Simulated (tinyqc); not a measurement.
Blur against noise: chemically amplified photoresist: aerial image, acid generation, bake, development and line width. Computed by tinyqc, a small Python program. Command: `OMP_NUM_THREADS=1 python tinyqc.py 3003115 3003116 out.jsonl resist walk`. One thread of a shared host (Intel(R) Xeon(R) Processor @ 2.30GHz), about 0.03 s of CPU time with the checks.

Lines and spaces of pitch p with a two-beam-like image; x = 0 is the middle of the bright space. The resist is positive and treated as uniform in depth.

Inputs (values chosen for the exercise, for a model resist at 13.5 nm):

| quantity | value | unit |
|---|---|---|
| pitch p | 36 | nm |
| image contrast c | 0.88 | - |
| mean dose E | 7.93 | mJ/cm^2 |
| Dill parameter C | 0.048 | cm^2/mJ |
| bake time t | 90 | s |
| photon energy | 91.84 | eV |
| absorption coefficient alpha | 3.4 | 1/um |

Method:
- Dose E(x) = E [1 + c cos(2 pi x/p)]; acid h = 1 - exp(-C E(x)).
- Bake: the acid image is blurred by a Gaussian of variance sigma^2 = 2 D t (each Fourier term k of h, taken on 64 points, is multiplied by exp(-4 pi^2 k^2 D t/p^2)).
- For each sigma the edge is held at x = p/4; N is taken at the mean dose; edge noise = (dh/d ln E)/(sqrt(N V) |dh/dx|), both derivatives taken of the blurred acid, V = (2 sqrt(pi) sigma)^3, N = E alpha/(photon energy), 1 mJ/cm^2 = 62.41509 eV/nm^2.

Trade-off:

| sigma/p | sigma (nm) | blur factor | photons in V | edge noise (nm) |
|---|---|---|---|---|
| 0.02 | 0.72 | 0.99214 | 3.0466e-01 | 11.835 |
| 0.04 | 1.44 | 0.96891 | 2.4373e+00 | 4.230 |
| 0.07 | 2.52 | 0.90781 | 1.3062e+01 | 1.893 |
| 0.10 | 3.60 | 0.82087 | 3.8083e+01 | 1.187 |
| 0.14 | 5.04 | 0.67917 | 1.0450e+02 | 0.837 |
| 0.18 | 6.48 | 0.52753 | 2.2210e+02 | 0.725 |
| 0.22 | 7.92 | 0.38467 | 4.0551e+02 | 0.731 |
| 0.27 | 9.72 | 0.23717 | 7.4959e+02 | 0.869 |
| 0.33 | 11.88 | 0.11653 | 1.3686e+03 | 1.309 |

What does the comparison show, and why?

The noise is least near sigma/p = 0.18 among these rows. More diffusion averages over more photons (noise falls as sigma^(-3/2)) until it erases the image slope (factor exp(-2 pi^2 sigma^2/p^2)); for a pure cosine the two balance at sigma/p = sqrt(3/8)/pi = 0.195. Caution: for a film thinner than the blur the noise falls as 1/sigma only, and the optimum moves to sigma/p = 1/(2 pi) = 0.159. Caution: rows with under about ten photons in V are beyond a Gaussian noise estimate.

Extremes, crossings and ranges named in words are read from the listed rows.
